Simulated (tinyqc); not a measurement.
Worked calculation: tight binding, kagome lattice. Computed by tinyqc, a small Python program that keeps every step. Settings: t1 = 0.52, t2 = 1.67, delta = 0.53, bands filled = 1. Command: `OMP_NUM_THREADS=1 python tinyqc.py 22718 22719 out.jsonl` (the two numbers bound the seeds that draw the settings). One thread of a shared host (Intel(R) Xeon(R) Processor @ 2.60GHz), about 0.01 s of CPU time with the checks.

## Bloch Hamiltonian at k

Parameters chosen for this model:
```
parameter     value                unit
t1         0.520000    eV, up triangles
t2         1.670000  eV, down triangles
delta      0.530000        eV on site C
```

k point k (fractions of the reciprocal vectors): [0.350000, 0.450000]

H_AB = -t1 - t2 exp(-i k.a1), H_AC = -t1 - t2 exp(-i k.a2), H_BC = -t1 - t2 exp(i k.(a1 - a2)), H_CC = delta.

H(k) at k (eV), order A, B, C:
```
[[0.000000, 0.461601+1.351058i, 1.068264+0.516058i],
 [0.461601-1.351058i, 0.000000, -1.871058+0.981601i],
 [1.068264-0.516058i, -1.871058-0.981601i, 0.530000]]
```

## Levels at k

Diagonalise the Hermitian matrix.

eigenvalues (eV): [-2.993768, 1.079804, 2.443964]

weights |c|^2 of the basis functions, order A, B, C:
```
[[0.274703, 0.696548, 0.028749],
 [0.412706, 0.146450, 0.440844],
 [0.312591, 0.157002, 0.530407]]
```

## Bloch Hamiltonian at K

k point K (fractions of the reciprocal vectors): [0.333333, 0.666667]

As before.

H(k) at K (eV), order A, B, C:
```
[[0.000000, 0.315000+1.446262i, 0.315000-1.446262i],
 [0.315000-1.446262i, 0.000000, 0.315000+1.446262i],
 [0.315000+1.446262i, 0.315000-1.446262i, 0.530000]]
```

## Levels at K

As before.

eigenvalues (eV): [-2.657946, 0.793935, 2.394011]

weights |c|^2 of the basis functions, order A, B, C:
```
[[0.360260, 0.358728, 0.281012],
 [0.360260, 0.358728, 0.281012],
 [0.279480, 0.282544, 0.437976]]
```

## Bands along a path

The same steps at evenly spaced points between the labelled ones.

Bands along the path (eV):
```
k             band 1    band 2    band 3
G          -4.212573  2.190000  2.552573
G-K 0.20   -4.078714  2.143819  2.464895
G-K 0.40   -3.714886  1.885499  2.359388
G-K 0.60   -3.234672  1.422001  2.342672
G-K 0.80   -2.821630  0.992252  2.359378
K          -2.657946  0.793935  2.394011
K-M 0.20   -2.676578  0.790920  2.415658
K-M 0.40   -2.732529  0.824748  2.437781
K-M 0.60   -2.796472  0.869057  2.457416
K-M 0.80   -2.844616  0.903488  2.471128
M          -2.862292  0.916221  2.476071
M-K' 0.20  -2.844616  0.903488  2.471128
M-K' 0.40  -2.796472  0.869057  2.457416
M-K' 0.60  -2.732529  0.824748  2.437781
M-K' 0.80  -2.676578  0.790920  2.415658
K'         -2.657946  0.793935  2.394011
```

With 1 band(s) filled, the highest filled level on these points lies at K and the lowest empty one at K-M 0.20: a gap of 3.4489 eV, indirect.
